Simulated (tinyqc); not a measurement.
Inside a calculation: temperature and isotope dependence of a band gap in oscillator models. Values are carried at full precision from step to step, so a last printed digit may differ when a step is redone from the rounded ones.

E(T) = E0 - sum_i sl_i th_i n_i(T), n = 1/(exp(th/T) - 1). The same coupling lowers the gap at 0 K by the zero-point term ZP = sum_i sl_i th_i/2, so the gap of the static lattice is E0 + ZP. Thermal expansion is taken as part of the slopes.

Values chosen for the exercise (near those of InAs; the results hold for these values, not for the real material):
- E0 = 0.416 eV (gap at 0 K)
- th = (46, 167) K (temperatures of two oscillators)
- sl = (0.0873, 0.2037) meV/K (their high-temperature slopes)
- T = 300 K (temperature)
- M = 95.07 u (mean atomic mass)
- dM = -3.32 u (change of the mean mass (not bounded by the natural isotopes))
- T12 = (100, 200) K (temperatures of the fits)

## The gap at T

Give the occupations, the two terms, the gap, ZP and the static gap.

n_i: [6.03451, 1.34256]

terms (meV): [24.233, 45.671]

E(T) = 0.3461 eV
ZP = 19.02 meV
static gap = 0.4350 eV

The thermal fall, 69.9 meV, is larger than the zero-point term, 19.0 meV; the soft oscillator supplies 35 % of the fall but 11 % of ZP. A calculation with clamped ions should be compared with the static gap.

## Slope and asymptote

dE/dT = -sum sl_i (th_i/T)^2 n_i (1 + n_i). At high T, n -> T/th - 1/2, so E -> E0 + ZP - (sum sl_i) T. Give the slope, its ratio to the limit, and the value at 0 K of the tangent drawn at T.

dE/dT = -0.2856 meV/K
ratio to the limiting slope = 0.9816
intercept of the tangent = 0.4318 eV
intercept - E0 = 15.79 meV

The tangent recovers 83 % of ZP: the extrapolation works only from T well above the higher oscillator (167 K).

## Isotope effect

With M -> M + dM the oscillator temperatures scale as M^(-1/2) and the slopes stay. Give th, ZP, E0 (static gap fixed) and E(T) for the new mass, and the linear rule dE0 = ZP dM/(2 M).

th (K): [46.82, 169.99]

ZP = 19.358 meV
shift of E0 = -0.341 meV
linear rule = -0.332 meV
shift of E(T) = -0.058 meV

The lighter crystal has the narrower gap. At 300 K 17 % of the shift at 0 K is left; it fades at high T, where the motion is classical and the mean-square amplitude no longer depends on mass.

## Two common fits

Two-parameter forms are made to pass through the falls at the two temperatures T12: Varshni aV T^2/(T + bV), from the line T^2/fall = (T + bV)/aV; one oscillator s1 t1/(exp(t1/T) - 1), with t1 from the ratio of the falls.

Give the falls and the parameters.

falls (meV): [14.7643, 41.6001]

aV = 0.3518 meV/K
bV = 138 K
t1 = 119.5 K
s1 = 0.2846 meV/K
ZP of the one-oscillator fit = 17.0 meV

The limiting slope of the model is 0.2910 meV/K; Varshni puts it +21 % off and one oscillator -2 %. The ZP of the fit differs from the true one by -2.0 meV.

## Checks

- Slope by finite differences against the formula (meV/K): both 0.28565.
- Fall at 20 times the higher oscillator temperature against the asymptote (meV): 953.07 against 952.92.

Computed by tinyqc, a small Python program: `OMP_NUM_THREADS=1 python tinyqc.py 1850178 1850179 out.jsonl` (the numbers bound the seed that draws the inputs); one thread of a shared host (Intel(R) Xeon(R) Processor @ 2.30GHz), about 0.01 s for the whole set of steps.
